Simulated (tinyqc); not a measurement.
Three voltage laws: time-dependent dielectric breakdown: cell percolation, Weibull statistics, area scaling and voltage extrapolation. Computed by tinyqc, a small Python program. Command: `OMP_NUM_THREADS=1 python tinyqc.py 3031978 3031979 out.jsonl tddb walk`. One thread of a shared host (Intel(R) Xeon(R) Processor @ 2.30GHz), about 0.01 s of CPU time with the checks.

The oxide is divided into columns of area a^2, each holding m = t_ox/a cells (m is taken as continuous). A share lambda(t) = (t/t_1)^alpha of the cells is defective, and a column whose cells are all defective breaks down.

Inputs (values chosen for the exercise, for a model gate oxide): oxide thickness t_ox = 3.8 nm; defect cell size a = 1.5 nm; exponent alpha of defect growth = 0.58; time t_1 at which the occupied share would reach 1 = 4.9e+10 s; test area A = 7000 um^2; product area A_u = 800000 um^2; stress voltage V = 5.51 V; use voltage V_u = 2.6 V; local exponent n = -d ln t/d ln V at the stress voltage = 45; activation energy E_a = 0.61 eV; stress temperature T = 150 C; use temperature T_u = 55 C; allowed failure fraction F = 1e-05.

Voltage law used: E.

Constants: k_B = 8.617333262e-05 eV/K.

Method:
- Failure fraction F = 1 - (1 - lambda^m)^N with N = A/a^2 columns, which for small lambda^m is 1 - exp(-(t/t63)^beta) with beta = alpha m and t63 = t_1 N^(-1/beta); critical share lambda(t63) = N^(-1/m). 1 um^2 = 1e6 nm^2.
- All three voltage laws share the slope n at the stress voltage. Factor t(V_u)/t(V): E law exp(n (1 - V_u/V)); 1/E law exp(n (V/V_u - 1)); power law (V/V_u)^n.
- Temperatures in kelvin are T(C) + 273.15.
- Temperature factor exp[(E_a/k_B)(1/T_u - 1/T)]; area factor (A/A_u)^(1/beta); percentile factor (-ln(1 - F))^(1/beta); life = t63 x all four; 1 year = 3.15576e7 s.
- Life = t63 x voltage, temperature, area and percentile factors, the last three as above.

projected life = 22466.7 years

voltage factor = 2.09600e+10

Log10 of the life in years:
```
V_u/V  V_u (V)    E law  1/E law  power law
1.00    5.5100  -5.9699   -5.970     -5.970
0.95    5.2345  -4.9927   -4.941     -4.967
0.90    4.9590  -4.0155   -3.798     -3.911
0.80    4.4080  -2.0612   -1.084     -1.609
0.70    3.8570  -0.1069    2.406      1.001
0.60    3.3060   1.8474    7.059      4.013
0.50    2.7550   3.8018   13.573      7.576
0.40    2.2040   5.7561   23.345     11.937
```

What follows from these numbers?

At V_u/V = 0.9 the laws differ by 0.22 decades at most, and at 0.5 by 9.8. The E law is the most cautious and the 1/E law the most hopeful. Ten years are reached at V_u/V = 0.643 (E), 0.737 (1/E), 0.700 (power). Caution: t_1 is an input here; in a real oxide it changes with thickness at fixed voltage. Caution: a voltage factor of more than nine decades rests wholly on the chosen law and cannot be tested. Caution: the rows at low voltage extrapolate over many decades and cannot be tested.
